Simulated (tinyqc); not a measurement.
Worked calculation: CIS on RHF in the sto-6g basis, for H6, spin multiplicity 1. One step of it, computed by the program tinyqc.

Problem. CIS matrix, triplets. A(ia,jb) = (e_a - e_i) d_ij d_ab - (ij|ab).

orbital energies (hartree): MO1 -0.683493, MO2 -0.595293, MO3 -0.482878, MO4 0.450163, MO5 0.740095, MO6 1.109512

Two-electron integrals over orbitals (pq|rs), unique and non-zero (hartree):
```
(11|11) 0.415461    (21|21) 0.130341    (22|11) 0.329396    (22|22) 0.399353
(31|11) 0.082542    (31|22) -0.063007   (31|31) 0.136983    (32|21) -0.131064
(32|32) 0.148065    (33|11) 0.396690    (33|22) 0.348524    (33|31) 0.050871
(33|33) 0.398826    (41|21) 0.032029    (41|32) 0.000925    (41|41) 0.079227
(42|11) 0.049862    (42|22) -0.005034   (42|31) 0.045724    (42|33) 0.016808
(42|42) 0.065587    (43|21) 0.054998    (43|32) -0.054135   (43|41) 0.015902
(43|43) 0.069334    (44|11) 0.392219    (44|22) 0.346596    (44|31) 0.044972
(44|33) 0.384700    (44|42) 0.024914    (44|44) 0.398566    (51|11) 0.009057
(51|22) 0.023931    (51|31) -0.019515   (51|33) -0.007275   (51|42) 0.040249
(51|44) 0.002491    (51|51) 0.046383    (52|21) 0.017104    (52|32) 0.005196
(52|41) 0.054931    (52|43) -0.038030   (52|52) 0.087537    (53|11) -0.059370
(53|22) -0.001657   (53|31) -0.050633   (53|33) -0.031882   (53|42) -0.062592
(53|44) -0.026932   (53|51) -0.035405   (53|53) 0.067155    (54|21) 0.130745
(54|32) -0.141547   (54|41) 0.007925    (54|43) 0.055677    (54|52) -0.002725
(54|54) 0.152474    (55|11) 0.342759    (55|22) 0.401057    (55|31) -0.052183
(55|33) 0.358701    (55|42) -0.000093   (55|44) 0.367748    (55|51) 0.024534
(55|53) -0.004279   (55|55) 0.425232    (61|21) 0.002190    (61|32) 0.010761
(61|41) 0.028419    (61|43) 0.051594    (61|52) -0.030561   (61|54) -0.007602
(61|61) 0.064944    (62|11) -0.016211   (62|22) -0.030523   (62|31) 0.017044
(62|33) -0.005062   (62|42) -0.037309   (62|44) -0.003268   (62|51) -0.042755
(62|53) 0.039081    (62|55) -0.029498   (62|62) 0.044990    (63|21) 0.037115
(63|32) -0.008527   (63|41) 0.076651    (63|43) 0.019058    (63|52) 0.054897
(63|54) 0.008367    (63|61) 0.028791    (63|63) 0.082645    (64|11) 0.083970
(64|22) -0.055080   (64|31) 0.130458    (64|33) 0.051886    (64|42) 0.047643
(64|44) 0.050336    (64|51) -0.016168   (64|53) -0.050948   (64|55) -0.055847
(64|62) 0.015838    (64|64) 0.140357    (65|21) -0.132057   (65|32) 0.134154
(65|41) -0.033141   (65|43) -0.057970   (65|52) -0.017806   (65|54) -0.140769
(65|61) -0.003464   (65|63) -0.041041   (65|65) 0.147629    (66|11) 0.443572
(66|22) 0.350554    (66|31) 0.090530    (66|33) 0.425829    (66|42) 0.056064
(66|44) 0.430087    (66|51) 0.010565    (66|53) -0.067575   (66|55) 0.375498
(66|62) -0.018964   (66|64) 0.098971    (66|66) 0.500714
```

Give: CIS matrix A, triplet.

Solution.

CIS matrix A, triplet (hartree):
```
         1>4      1>5      1>6      2>4      2>5      2>6      3>4      3>5
1>4   0.7414   0.0000  -0.0840   0.0000  -0.1307   0.0000  -0.0450   0.0000
1>5   0.0000   1.0808   0.0000  -0.1307   0.0000   0.1321   0.0000   0.0522
1>6  -0.0840   0.0000   1.3494   0.0000   0.1321   0.0000  -0.1305   0.0000
2>4   0.0000  -0.1307   0.0000   0.6989   0.0000   0.0551   0.0000   0.1415
2>5  -0.1307   0.0000   0.1321   0.0000   0.9343   0.0000   0.1415   0.0000
2>6   0.0000   0.1321   0.0000   0.0551   0.0000   1.3543   0.0000  -0.1342
3>4  -0.0450   0.0000  -0.1305   0.0000   0.1415   0.0000   0.5483   0.0000
3>5   0.0000   0.0522   0.0000   0.1415   0.0000  -0.1342   0.0000   0.8643
3>6  -0.1305   0.0000  -0.0905   0.0000  -0.1342   0.0000  -0.0519   0.0000

         3>6
1>4  -0.1305
1>5   0.0000
1>6  -0.0905
2>4   0.0000
2>5  -0.1342
2>6   0.0000
3>4  -0.0519
3>5   0.0000
3>6   1.1666
```
